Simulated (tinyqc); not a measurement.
# Mass and degeneracy from charge and saturation current

Inverse problem. At high drain voltage only states moving towards the drain are filled: I = gv (2 q^2/h) Vt ln(1 + exp eta) and n = (N0/2) F_(-1/2)(eta), N0 = gv sqrt(2 m kB T/pi)/hbar, F_(-1/2)(x) = (1/sqrt(pi)) int_0^infinity u^(-1/2)/(1 + exp(u - x)) du. Find eta and m.

Inputs (values chosen for the exercise): temperature T = 300 K; valley degeneracy gv = 1.

Constants: q = 1.602176634e-19 C, kB = 1.380649e-23 J/K, hbar = 1.054571817e-34 J s, h = 6.62607015e-34 J s, m0 = 9.1093837015e-31 kg, Vt = kB T/q. Results are converted to the units shown.

n = 1.6619217e6 cm^-1
I = 4.8348087 uA

Solution. In one dimension the current holds no mass, so it gives eta directly; n then gives m.

eta = 2.320
m = 0.2010 m0

Program tinyqc, `OMP_NUM_THREADS=1 python tinyqc.py 2400138 2400139 out.jsonl`; Intel Xeon 2.30GHz, shared host, one thread, about 0.06 s.
